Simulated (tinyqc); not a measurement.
Plane-wave Kohn-Sham cycle with exchange-only LDA in a layered model solid, step by step. Computed by tinyqc, a small Python program that keeps every step. Settings: points = 16, plane-wave index or count = 2, electrons = 4, k points = 1, area = 20.0, mixing = 1.0, iteration cap = 58, Pulay depth = 5. Command: `OMP_NUM_THREADS=1 python tinyqc.py 27916 27917 out.jsonl` (the two numbers bound the seeds that draw the settings). One thread of a shared host (Intel(R) Xeon(R) Processor @ 2.60GHz), about 0.02 s of CPU time with the checks.

A solid whose potential varies along x alone (atomic units):

| parameter | value |
|---|---|
| period a | 14.200000 |
| cross-section of the cell | 20.000000 |
| electrons per cell | 4 |
| grid points | 16 |
| plane waves -n..n, n | 2 |
| k points | 1 |
| V1 in V1 cos(2 pi x/a) | -0.750000 |
| V2 in V2 cos(4 pi x/a) | -0.170000 |

Stop when sqrt(dV sum R^2) is below 1e-8, dV = a A/N.

Course of the cycle:

| iteration | E (hartree) | norm of the residual |
|---|---|---|
| 1 | -2.207014 | 2.33e-01 |
| 2 | -2.401192 | 4.37e-01 |
| 3 | -1.387753 | 1.41e-01 |
| 4 | -1.230879 | 1.09e-01 |
| 5 | -1.221902 | 1.07e-01 |
| 6 | -1.488342 | 2.32e-01 |
| 7 | -1.397370 | 2.12e-01 |
| 8 | -1.532326 | 2.32e-01 |
| 9 | -1.522256 | 2.34e-01 |
| 10 | -2.147025 | 3.45e-01 |
| 11 | -1.508352 | 2.28e-01 |
| ... | ... | ... |
| 48 | -1.658774 | 2.20e-01 |
| 49 | -1.448825 | 1.77e-01 |
| 50 | -1.208693 | 1.22e-01 |
| 51 | -1.139344 | 1.16e-01 |
| 52 | -1.155704 | 1.34e-01 |
| 53 | -1.173274 | 1.06e-01 |
| 54 | -1.173425 | 1.05e-01 |
| 55 | -1.135212 | 8.79e-02 |
| 56 | -1.178590 | 1.08e-01 |
| 57 | -1.166200 | 1.04e-01 |
| 58 | -1.455272 | 2.27e-01 |

Can the last value be used, and what does the course show?

Not by the stop rule. Not converged within 58 iterations: the residual wanders without falling. Reruns (cap 100 unless said): mixing 0.1: not converged; mixing 0.5, Kerker q0 1.0: not converged; mixing 0.3, Pulay depth 5: not converged; the original settings with a cap of 400: not converged.
